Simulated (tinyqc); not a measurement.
## Film and buried-oxide thickness from two coupling ratios

Inverse problem. In a depleted film -dVT/dVb is k1 = Cs Cbox/(Cox (Cs + Cbox)) for a front channel and k2 = Cbox (Cox + Cs)/(Cox Cs) for a back channel, with Cox = eps0 eox/tox, Cs = eps0 eps_r/ts, Cbox = 3.9 eps0/tb. Find ts and tb.

Values chosen for this exercise; band and dielectric values close to those of silicon:
- eps_r = 11.8 (relative permittivity)
- eox = 3.9 (relative permittivity of the gate insulator (close to silicon dioxide))
- tox = 1.2 nm (insulator thickness)

coupling ratios for a front and a back channel: [0.013827315, 0.035114656]

Answer. With y = Cox/Cs and z = Cox/Cbox, 1/k1 = y + z and k2 = (1 + y)/z, so y = (k2/k1 - 1)/(1 + k2); the thicknesses follow from y and z.

ts = 5.400 nm
tb = 85.00 nm

tinyqc, about 0.6 s, one thread, Intel Xeon 2.30GHz (shared host): `OMP_NUM_THREADS=1 python tinyqc.py 2190149 2190150 out.jsonl`
